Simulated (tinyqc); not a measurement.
Averaged masses of warped heavy- and light-hole bands: one step. Masses along six directions. Four cases, with inputs chosen for the exercise.

Task: Give s and both masses.

Four-band hole energies E = c k^2 f(u), c = hbar^2/2m0, f = g1 -/+ 2 sqrt(g2^2 + 3 (g3^2 - g2^2) s), s = ux^2 uy^2 + uy^2 uz^2 + uz^2 ux^2 for the unit vector u; minus for heavy, plus for light holes; the mass along u is 1/f.

Case 1.

Values chosen (out of a larger set: near those of InSb; not measured data): g1 = 34.4 (Luttinger gamma1); g2 = 15.4 (gamma2); g3 = 16.68 (gamma3).

Case 2.

Values chosen (out of a larger set: near those of Ge; not measured data): g1 = 13.41 (Luttinger gamma1); g2 = 4.25 (gamma2); g3 = 5.7 (gamma3).

Case 3.

Values chosen (out of a larger set: near those of InSb; not measured data): g1 = 34.8 (Luttinger gamma1); g2 = 15.48 (gamma2); g3 = 16.5 (gamma3).

Case 4.

Values chosen (out of a larger set: near those of GaAs; not measured data): g1 = 7 (Luttinger gamma1); g2 = 2.06 (gamma2); g3 = 2.93 (gamma3).

Give: Masses (m0).

Result:

Case 1.

Masses (m0):
```
direction        s   heavy   light
[100]      0.00000  0.2778  0.0153
[110]      0.25000  0.6020  0.0149
[111]      0.33333  0.9615  0.0148
[210]      0.16000  0.4263  0.0150
[311]      0.15702  0.4222  0.0151
[331]      0.27424  0.6760  0.0149
```

The heavy mass grows by a factor of 3.46 from [100] to [111] while the light one shrinks by 4 %; 1/m_heavy + 1/m_light = 2 g1 in every direction.

Case 2.

Masses (m0):
```
direction        s   heavy   light
[100]      0.00000  0.2037  0.0456
[110]      0.25000  0.3757  0.0414
[111]      0.33333  0.4975  0.0403
[210]      0.16000  0.2930  0.0427
[211]      0.25000  0.3757  0.0414
[321]      0.25000  0.3757  0.0414
```

The heavy mass grows by a factor of 2.44 from [100] to [111] while the light one shrinks by 12 %; 1/m_heavy + 1/m_light = 2 g1 in every direction.

Case 3.

Masses (m0):
```
direction        s   heavy   light
[100]      0.00000  0.2604  0.0152
[110]      0.25000  0.4352  0.0149
[111]      0.33333  0.5556  0.0147
[310]      0.09000  0.3052  0.0151
[221]      0.29630  0.4950  0.0148
[331]      0.27424  0.4646  0.0148
```

The heavy mass grows by a factor of 2.13 from [100] to [111] while the light one shrinks by 3 %; 1/m_heavy + 1/m_light = 2 g1 in every direction.

Case 4.

Masses (m0):
```
direction        s   heavy   light
[100]      0.00000  0.3472  0.0899
[110]      0.25000  0.6566  0.0801
[111]      0.33333  0.8772  0.0778
[210]      0.16000  0.5078  0.0831
[311]      0.15702  0.5039  0.0832
[331]      0.27424  0.7098  0.0794
```

The heavy mass grows by a factor of 2.53 from [100] to [111] while the light one shrinks by 14 %; 1/m_heavy + 1/m_light = 2 g1 in every direction.

Computed by tinyqc, one run a case: `OMP_NUM_THREADS=1 python tinyqc.py N N+1 out.jsonl` with N = 1080222, 1080338, 1080427, 1080515; one thread of a shared Intel(R) Xeon(R) Processor @ 2.30GHz, about 0.02 s a run at most.
